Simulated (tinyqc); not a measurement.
# Changing the drain voltage V_D

Model: lateral field, substrate current, probability of reaching the oxide barrier and hot-carrier lifetime of a silicon transistor (pseudo-two-dimensional and lucky-electron models). Computed by tinyqc, a small Python program. Command: `OMP_NUM_THREADS=1 python tinyqc.py 3006966 3006967 out.jsonl hotcar sweep`. One thread of a shared host (Intel(R) Xeon(R) Processor @ 2.30GHz), about 0.01 s of CPU time with the checks.

Local-field models: a lucky carrier gains its energy at the peak field over a path free of collisions. Voltages are magnitudes.

Inputs (values chosen for the exercise, modelled on a silicon n-channel):
```
quantity,value,unit
channel length L,380,nm
oxide thickness t,6.6,nm
junction depth x_j,70,nm
mobility mu,350,cm^2/(V s)
saturation velocity v_s,0.89,1e7 cm/s
threshold voltage V_T,0.74,V
gate voltage V_G,1.5,V
ionisation prefactor A_i,2.2e+06,1/cm
ionisation field B_i,1.68,MV/cm
hot-carrier mean free path lambda,8.7,nm
oxide barrier phi_b,3.1,eV
interface-trap threshold phi_it,3.8,eV
lifetime constant H,90,s microampere/micrometre
```

Drain: abrupt.

Constants: eps_0 = 8.8541878128e-12 F/m.

Method:
- C_ox = 3.9 eps_0/t; F_sat = 2 v_s/mu; V_Dsat = V_ov F_sat L/(V_ov + F_sat L), V_ov = V_G - V_T; I_D/W = C_ox v_s (V_ov - V_Dsat).
- Scale length l = 0.22 t^(1/3) x_j^(1/2) (all in cm); F_m = sqrt(((V_D - V_Dsat)/l_e)^2 + F_sat^2), with l_e = l; length of the velocity-saturated region l_e ln((V_D - V_Dsat)/(l_e F_sat) + F_m/F_sat).
- Substrate current I_sub/I_D = (A_i/B_i)(V_D - V_Dsat) exp(-B_i/F_m); probability of reaching the oxide barrier exp(-phi_b/(e lambda F_m)); lifetime tau = (H/(I_D/W)) exp(phi_it/(e lambda F_m)).

One run for each value:
```
drain voltage V_D (V),lifetime tau (s),substrate current I_sub/W (microampere/micrometre),peak field F_m (kV/cm),probability of reaching phi_b
1.38,9.146e+10,6.377e-03,172.3,1.050e-09
1.60,6.461e+08,5.414e-02,214.2,5.967e-08
1.81,2.534e+07,2.256e-01,254.6,8.377e-07
2.03,2.162e+06,6.826e-01,297.3,6.239e-06
2.24,3.659e+05,1.543e+00,338.2,2.658e-05
2.46,8.532e+04,3.052e+00,381.2,8.717e-05
2.67,2.797e+04,5.202e+00,422.3,2.165e-04
2.89,1.073e+04,8.299e+00,465.4,4.732e-04
3.10,5.000e+03,1.213e+01,506.6,8.821e-04
```

Describe the trends.

Over the rows, lifetime tau (s) falls from 9.15e10 to 5000 (exponent d ln y / d ln x -33 between the first rows and -11 between the last); substrate current I_sub/W (microampere/micrometre) rises from 0.00638 to 12.1 (exponent d ln y / d ln x 14 between the first rows and 5.4 between the last); peak field F_m (kV/cm) rises from 172 to 507 (exponent d ln y / d ln x 1.5 between the first rows and 1.2 between the last).

Caution (all rows): the empirical formula for l was fitted to oxides of about 15 nm or more; for thinner ones it is an extrapolation. Caution (all rows): e V_D is below phi_b or phi_it, so the available energy, not the field, limits hot carriers, and the lucky-electron formulas overstate them. Caution (rows 3.10): multiplication above 10 % feeds back on the field and the source barrier (snapback), which the model leaves out.

Extremes, crossings and ranges named in words are read from the listed rows.
